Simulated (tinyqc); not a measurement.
Weibull analysis of times to dielectric breakdown, with area scaling: one step of the calculation.

Breakdown times follow F(t) = 1 - exp(-(t/t63)^beta). The 10 times below were drawn at random from beta = 3.8, t63 = 2100 s and are treated as data; all samples failed.

Problem. Likelihood estimate of beta. Maximum likelihood: a(beta) = 1/beta with a = sum t^beta ln t/sum t^beta - mean ln t. Newton step: beta(new) = beta - [a - 1/beta]/[v + 1/beta^2], v the variance of ln t under the weights t^beta.

t, i 1 to 10 (s): 1150  1190  1450  1520  1820  1900  1940  2040  2300  2360
beta after iteration 1 = 4.9876206

Find: beta after iteration 2.

Solution.

beta after iteration 2 = 5.093

Computed by the program tinyqc: `OMP_NUM_THREADS=1 python tinyqc.py 2070047 2070048 out.jsonl`, one thread of a shared Intel Xeon 2.30GHz, about 0.01 s for the whole run.
